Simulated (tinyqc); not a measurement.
MOS capacitor on an n-type substrate, surface potential from the exact charge relation: one step of the calculation.

Uniform n-type substrate, Boltzmann statistics, full ionisation, classical densities. psi is the surface potential against the body (positive when the bands bend down) and u = -psi/Vt. Traps are spread evenly over the gap and neutral at flat band, so their charge is -q Dit psi; the minority quasi-Fermi level is shifted by Vb.

Task. Charges, field and capacitances at the solution. ni = sqrt(Nc Nv) exp(-Eg/(2 Vt)), Eg in volts; phiF = Vt ln(N/ni); Cox = eps0 eox/tox; Vfb = phiM - chi - Vt ln(Nc/N) - q Nf/Cox; Q0 = sqrt(2 eps0 eps_r q N Vt); r = (ni/N)^2 exp(-Vb/Vt); VT = Vfb - [(2 phiF + Vb)(1 + q Dit/Cox) + sqrt(2 eps0 eps_r q N (2 phiF + Vb))/Cox].

u = -psi/Vt; F^2 = exp(-u) + u - 1 + r (exp(u) - u - 1); Qs = +sign(u) Q0 F; Cs = -dQs/dpsi = (Q0/Vt) |1 - exp(-u) + r (exp(u) - 1)|/(2 F). Low frequency: 1/C_LF = 1/Cox + 1/(Cs + q Dit). High frequency, in the simple estimate in which traps and minority carriers do not follow: 1/C_HF = 1/Cox + 1/Cd, Cd being Cs with r = 0 at the same psi. Minority sheet density N_inv = (Q0/(2 q)) int_0^u r (exp(t) - 1)/F(t) dt for u > 0. Oxide field |Qs - q Dit psi + q Nf|/(eps0 eox).

Parameters, values chosen for the exercise; band and dielectric values close to those of gallium arsenide: temperature T = 273 K; band gap Eg = 1.39 eV; relative permittivity eps_r = 13; conduction-band density of states at T Nc = 3.83e17 cm^-3; valence-band density of states at T Nv = 7.77e18 cm^-3; donor density of the substrate N = 3e16 cm^-3; relative permittivity of the gate insulator (close to silicon nitride) eox = 7.64; insulator thickness tox = 11 nm; fixed charge at the interface, in units of q Nf = -4.9e10 cm^-2; density of interface traps Dit = 0 cm^-2 eV^-1; reverse bias of the inversion layer against the body Vb = 0 V.

Constants: q = 1.602176634e-19 C, kB = 1.380649e-23 J/K, Vt = kB T/q, eps0 = 8.8541878128e-14 F/cm where lengths are in cm. Results are converted to the units shown.

converged psi = -1.3689141 V

Wanted: Qs; N_inv; oxide field; Cs; C_LF/Cox; C_HF/Cox.

Result.

Qs = 605.1 nC/cm^2
N_inv = 3.030e12 cm^-2
oxide field = 0.8829 MV/cm
Cs = 12.35 uF/cm^2
C_LF/Cox = 0.9526
C_HF/Cox = 0.06867

The surface is in strong inversion (borders at |psi| = 0, phiF + Vb and 2 phiF + Vb = 1.20 V). Minority carriers make up 80.2 % of Qs.

tinyqc, about 0.01 s, one thread, Intel Xeon 2.30GHz (shared host): `OMP_NUM_THREADS=1 python tinyqc.py 2060059 2060060 out.jsonl`
